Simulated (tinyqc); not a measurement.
Weak link from the transmission.

Question. An infinite chain has hopping -t with t = 0.6 eV and site energy 0; E = -2 t cos(k) with E = 0.42 eV. One bond has the hopping -y t with 0 < y < 1, so T(E) = 4 y^2 sin^2 k/[(1 - y^2)^2 + 4 y^2 sin^2 k]. Find y and the hopping y t.

T(E) = 0.96151489

Answer. With b = |sin k| sqrt(1/T(E) - 1), (1 - y^2)/(2 y) = b, whose root below 1 is sqrt(b^2 + 1) - b.

y = 0.830
y t = 0.498 eV

Numbers from tinyqc (`OMP_NUM_THREADS=1 python tinyqc.py 2660046 2660047 out.jsonl`; about 0.01 s on one thread of a shared Intel Xeon 2.30GHz).
